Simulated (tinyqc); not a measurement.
Surface Green function of a two-leg ladder, Sancho-Rubio decimation: two steps of the calculation.

A semi-infinite lead of cells 0, 1, 2, ... with H0 inside a cell and H1 = <cell i|H|cell i + 1>. One rung (site 1 on leg a, site 2 on leg b) is a cell; all hoppings enter with a minus sign. z = E + i eta.

Values chosen for this exercise: energy E = -7.22 eV; broadening eta = 0.1 eV.

Task 1. Decimation. Start with e_s = e = H0, a = H1, b = H1^dagger. Each round: g = (z - e)^(-1); e_s <- e_s + a g b; e <- e + a g b + b g a; a <- a g a; b <- b g b (all with the old a, b). Round k joins cells 2^k apart.

H0 (eV):

|  | 1 | 2 |
|---|---|---|
| 1 | 0 | -1.9 |
| 2 | -1.9 | -1.12 |

H1 (eV):

|  | 1 | 2 |
|---|---|---|
| 1 | -2.7 | 0 |
| 2 | 0 | -1.83 |

Wanted: g; e_s after round 1; e after round 1; a after round 1; b after round 1.

Result 1.

g (1/eV):

|  | 1 | 2 |
|---|---|---|
| 1 | -0.1508-0.0025i | -0.0470-0.0015i |
| 2 | -0.0470-0.0015i | -0.1785-0.0034i |

e_s after round 1 (eV):

|  | 1 | 2 |
|---|---|---|
| 1 | -1.100-0.018i | -2.132-0.008i |
| 2 | -2.132-0.008i | -1.718-0.011i |

e after round 1 (eV):

|  | 1 | 2 |
|---|---|---|
| 1 | -2.199-0.036i | -2.364-0.015i |
| 2 | -2.364-0.015i | -2.316-0.023i |

a after round 1 (eV):

|  | 1 | 2 |
|---|---|---|
| 1 | -1.100-0.018i | -0.232-0.008i |
| 2 | -0.232-0.008i | -0.598-0.011i |

b after round 1 (eV):

|  | 1 | 2 |
|---|---|---|
| 1 | -1.100-0.018i | -0.232-0.008i |
| 2 | -0.232-0.008i | -0.598-0.011i |

Task 2. Self-energy, Dyson check and densities of states. Sigma = H1 g_s H1^dagger is what the lead adds to one more cell, and (z - H0 - Sigma)^(-1) must give g_s back. Densities of states: -Im of the diagonals over pi.

H0 (eV):

|  | 1 | 2 |
|---|---|---|
| 1 | 0 | -1.9 |
| 2 | -1.9 | -1.12 |

H1 (eV):

|  | 1 | 2 |
|---|---|---|
| 1 | -2.7 | 0 |
| 2 | 0 | -1.83 |

converged surface Green function g_s (1/eV):

|  | 1 | 2 |
|---|---|---|
| 1 | -0.21809327-0.01264280i | -0.09701560-0.01023893i |
| 2 | -0.09701560-0.01023893i | -0.23063247-0.01148853i |

converged bulk Green function (1/eV):

|  | 1 | 2 |
|---|---|---|
| 1 | -0.42400666-0.09033037i | -0.26112162-0.07624895i |
| 2 | -0.26112162-0.07624895i | -0.37904599-0.06837476i |

Wanted: Sigma; (z - H0 - Sigma)^(-1); surface density of states; bulk density of states.

Result 2.

Sigma (eV):

|  | 1 | 2 |
|---|---|---|
| 1 | -1.5899-0.0922i | -0.4794-0.0506i |
| 2 | -0.4794-0.0506i | -0.7724-0.0385i |

(z - H0 - Sigma)^(-1) (1/eV):

|  | 1 | 2 |
|---|---|---|
| 1 | -0.21809-0.01264i | -0.09702-0.01024i |
| 2 | -0.09702-0.01024i | -0.23063-0.01149i |

| orbital | surface density of states (1e-3 1/eV) | bulk density of states (1/eV) |
|---|---|---|
| 1 | 4.0243 | 0.028753 |
| 2 | 3.6569 | 0.021764 |

Numbers from tinyqc (`OMP_NUM_THREADS=1 python tinyqc.py 2680119 2680120 out.jsonl`; about 0.02 s on one thread of a shared Intel Xeon 2.30GHz).
